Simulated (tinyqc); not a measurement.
Against the doping: grain-boundary trapping model (Seto) of a polycrystalline semiconductor film. Computed by tinyqc, a small Python program. Command: `OMP_NUM_THREADS=1 python tinyqc.py 3003497 3003498 out.jsonl poly walk`. One thread of a shared host (Intel(R) Xeon(R) Processor @ 2.30GHz), about 0.01 s of CPU time with the checks.

Grains of equal size L are joined by thin boundaries with one trap level. Trapped carriers deplete a width W on each side and raise a barrier, crossed by thermionic emission. Dopants are fully ionised, statistics are non-degenerate and mu_g does not depend on T.

Inputs (values chosen for the exercise, modelled on polycrystalline ZnO):

| quantity | value | unit |
|---|---|---|
| permittivity eps | 8.3 | - |
| effective mass m | 0.26 | m_0 |
| effective density of states at 300 K, N_c | 3.6e+18 | 1/cm^3 |
| grain size L | 41 | nm |
| trap density Q_t | 1.1e+12 | 1/cm^2 |
| trap level E_t below the band edge | 0.49 | eV |
| mobility inside the grains mu_g | 93 | cm^2/(V s) |
| temperature T | 250 | K |

Grain interior: resistance included.

Constants: e = 1.602176634e-19 C; eps_0 = 8.8541878128e-12 F/m; k_B = 8.617333262e-05 eV/K; m_0 = 9.1093837015e-31 kg; k_B = 1.380649e-23 J/K.

Method:
- If all traps fill, the grain is just depleted at N* = Q_t/L, with the barrier e Q_t L/(8 eps eps_0).
- N_c(T) = N_c (T/300 K)^(3/2). Filled traps Q = Q_t/(1 + (1/2) exp((E_t* - E_F)/k_B T)), where E_t* = e V_B - E_t and E_F are counted from the band edge at the grain centre. Partial depletion: Q = 2 N W, V_B = e N W^2/(2 eps eps_0), E_F = k_B T ln(N/N_c); solve for W. If that W would exceed L/2 the grain is fully depleted: W = L/2, Q = N L, and E_F follows from the trap equation. Centre density n_0 = N_c exp(E_F/k_B T).
- Boundary: sigma_b = L e^2 n_0 exp(-e V_B/k_B T)/sqrt(2 pi m k_B T); drift through the grain, depleted parts included: rho_g = [(1 - 2W/L) + (2W/L) int_0^1 exp(y^2 s^2) ds]/(e n_0 mu_g); rho = 1/sigma_b + rho_g. Mean carrier density n_av = n_0 [(1 - 2W/L) + (2W/L) (sqrt(pi)/2) erf(y)/y], y = sqrt(e V_B/k_B T); effective mobility 1/(e n_av rho).

N* = 2.68293e+17 1/cm^3

The same film:

| N (1/cm^3) | W (nm) | V_B (V) | mean density (1/cm^3) | mobility (cm^2/(V s)) | rho (ohm cm) |
|---|---|---|---|---|---|
| 8.00e+15 | 20.500 | 0.00366 | 6.2513e+06 | 83.306 | 1.1985e+10 |
| 2.70e+16 | 20.500 | 0.01237 | 3.0179e+07 | 78.776 | 2.6254e+09 |
| 6.70e+16 | 20.500 | 0.03069 | 1.6927e+08 | 62.860 | 5.8660e+08 |
| 1.30e+17 | 20.500 | 0.05955 | 1.4150e+09 | 33.789 | 1.3054e+08 |
| 2.10e+17 | 20.500 | 0.09620 | 2.3761e+10 | 10.941 | 2.4009e+07 |
| 3.20e+17 | 17.187 | 0.10305 | 1.6021e+17 | 7.582 | 5.1381e+00 |
| 5.40e+17 | 10.185 | 0.06106 | 4.1050e+17 | 29.667 | 5.1252e-01 |
| 1.10e+18 | 5.000 | 0.02998 | 1.0141e+18 | 63.471 | 9.6972e-02 |
| 2.70e+18 | 2.037 | 0.01221 | 2.6569e+18 | 78.672 | 2.9861e-02 |
| 1.10e+19 | 0.500 | 0.00300 | 1.0988e+19 | 83.290 | 6.8199e-03 |

The barrier peaks among these rows at N = 3.2e17 (0.103 V) and the mobility has its minimum at 3.2e17; N* is 2.7e17. While the grain is fully depleted (W = L/2) V_B grows as N; once all traps are filled it falls as 1/N (last exponent -1.00). Partly depleted rows (W < L/2) with e V_B below 2 k_B T stretch the depletion approximation. Where N approaches N_c the non-degenerate statistics fail. rho drops most steeply, as N^-36.5, between 2.1e17 and 3.2e17.

Extremes, crossings and ranges named in words are read from the listed rows.
